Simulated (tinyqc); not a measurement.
# Worked calculation: front-illuminated p-i-n photodiode, quantum efficiency and bandwidth

Computed by the program tinyqc: `OMP_NUM_THREADS=1 python tinyqc.py 2250007 2250008 out.jsonl`, one thread of a shared Intel Xeon 2.30GHz, about 0.01 s for the whole run. Printed values are rounded.

Light enters through a p layer (0 to xp), a depleted layer (xp to xp + wi) and a thick n substrate, decaying as exp(-al x); one pass, no back reflection. Carriers made in the depleted layer are all collected; those in the neutral layers diffuse.

Inputs (values chosen for the exercise); values close to those of germanium at this wavelength:
- lam = 1310 nm (wavelength)
- al = 6820 1/cm (absorption coefficient)
- Rf = 0.02 (reflectance of the front face)
- eps_r = 16.6 (relative permittivity)
- xp = 0.54 um (thickness of the front p layer)
- wi = 1.7 um (thickness of the depleted layer)
- Dn = 37 cm^2/s (electron diffusion coefficient in the p layer)
- Ln = 0.29 um (electron diffusion length in the p layer)
- S = 4e5 cm/s (recombination velocity of the front surface)
- Lp = 16 um (hole diffusion length in the thick n substrate)
- ve = 5.77e6 cm/s (electron drift velocity)
- vh = 4.09e6 cm/s (hole drift velocity)
- dia = 20 um (diameter)
- RL = 50 ohm (load resistance)
- Cp = 20 fF (parasitic capacitance)
- f = 7.6 GHz (modulation frequency)

Constants: q = 1.602176634e-19 C, h = 6.62607015e-34 J s, c = 299792458 m/s, eps0 = 8.8541878128e-14 F/cm where lengths are in cm. Results are converted to the units shown.

## Quantum efficiency

k = al Ln, s = S Ln/Dn, e = exp(-al xp); front layer f1 = (k/(k^2 - 1)) {[s + k - e (s cosh(xp/Ln) + sinh(xp/Ln))]/[s sinh(xp/Ln) + cosh(xp/Ln)] - k e}; depleted layer f2 = e (1 - exp(-al wi)); substrate f3 = e exp(-al wi) al Lp/(1 + al Lp); external efficiency (1 - Rf)(f1 + f2 + f3); responsivity = efficiency q lam/(h c).

s = 0.313514
f1 = 0.142456
f2 = 0.474885
f3 = 0.198818
external efficiency = 0.799836
responsivity = 0.845095 A/W

The front layer absorbs 30.8 % of the light that enters and collects 46.2 % of that. Diffusion from the neutral layers makes up 41.8 % of the current.

## Response at one frequency

Drift response for pairs made in the depleted layer, a = al wi, g = 1 - exp(-a), u = 2 pi i f, te = wi/ve, th = wi/vh: electrons He = [g - a (exp(-a) - exp(-u te))/(u te - a)]/(u te g), holes Hh = [g - a (1 - exp(-a - u th))/(a + u th)]/(u th g); C = eps0 eps_r pi (dia/2)^2/wi + Cp; total |He + Hh|/sqrt(1 + (2 pi f RL C)^2), for the current of the depleted layer alone.

te = 29.4627 ps
th = 41.5648 ps
He = 0.489745-0.272365i
Hh = 0.306430-0.201687i
|He + Hh| = 0.926617
C = 47.1618 fF
total response = 0.920798

The drift response alone falls to 1/sqrt(2) at 16.2 GHz and the RC term alone at 67.5 GHz; together they give 15.6 GHz.
